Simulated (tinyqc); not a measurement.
Length of a molecular wire: coherent transport through a tight-binding bridge. Computed by the program tinyqc. Command: `OMP_NUM_THREADS=1 python tinyqc.py 113054 113055 out.jsonl`; one thread of a shared host (Intel(R) Xeon(R) Processor @ 2.60GHz), about 1 s.

A uniform bridge between two chains:
```
parameter                       value
site energy (eV)             2.090000
hopping in the bridge (eV)   0.720000
lead hopping (eV)            2.090000
couplings (eV)              0.45, 0.4
E (eV)                      -0.260000
```

T = Gamma_L Gamma_R |G_1n|^2 with the self-energies of semi-infinite chains.

Transmission against length:
```
sites           T      ln T
2      6.1582e-04   -7.3926
3      7.1963e-05   -9.5394
4      8.4282e-06  -11.6839
5      9.8736e-07  -13.8282
6      1.1567e-07  -15.9725
7      1.3551e-08  -18.1168
8      1.5876e-09  -20.2611
9      1.8599e-10  -22.4053
10     2.1789e-11  -24.5496
```

E lies outside the band of the bridge (|E - e|/2h = 1.632 > 1), so T decays as exp(-beta n) with beta = 2 arccosh(1.632) = 2.1443 a site; the last two rows give 2.1443.
